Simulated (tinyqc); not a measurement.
Koster-Slater impurity in a tight-binding band, by Green functions and by supercells: one step, computed by the program tinyqc. Command: `OMP_NUM_THREADS=1 python tinyqc.py 3026522 3026523 out.jsonl kosterslater walk`. One thread of a shared host (Intel(R) Xeon(R) Processor @ 2.30GHz), about 0.02 s of CPU time with the checks.

One orbital per site, e(k) = -2 t sum cos(k_i) over 1 direction(s), band from -2 t to 2 t, lattice constant 1. One site has the extra energy U. Spin is left out.

Problem. Scattering. T = U/(1 - U G0); phase shift delta = -arg(1 - U G0) in (-pi, pi]; host density of states -Im G0/pi; on the impurity -Im[G0/(1 - U G0)]/pi; lifetime of a band state hbar/(-2 c Im T).

Inputs (values chosen for the exercise, for a model band): impurity potential U = -0.714 eV; impurity concentration c = 0.0005 per site.

Lattice: chain.

G0(E + i eta) = -0.0082777-0.3611811i 1/eV

Constants: hbar = 6.582119569e-16 eV s.

Give: T matrix; phase shift delta; host density of states; density of states on the impurity; scattering lifetime.

Solution.

T matrix = -0.6730-0.1746i eV

phase shift delta = 0.2538 rad

host density of states = 0.1150 1/eV

density of states on the impurity = 0.1090 1/eV

scattering lifetime = 3770 fs

The Born approximation would take Im T = U^2 Im G0 = -0.184 eV, 1.05 times the full value.
